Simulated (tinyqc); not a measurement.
Gate sheet resistance from two finger widths.

Question. At low frequency R = Rsh Wf/(3 L) + B/Wf, where B collects the channel and vertical terms. Find Rsh, B and the width of lowest R.

Inputs (values chosen for the exercise): channel length L = 0.94 um.

input resistance of single fingers, contacted at one end, of width 0.74 and 5.6 um (ohm): [284.70222, 44.450355]

Answer. R Wf is a straight line in Wf^2; the minimum of R lies where both terms are equal.

Rsh = 3.50 ohm/square
B = 210 ohm um
width of lowest R = 13.0 um

tinyqc, about 0.01 s, one thread, Intel Xeon 2.30GHz (shared host): `OMP_NUM_THREADS=1 python tinyqc.py 2262183 2262184 out.jsonl`
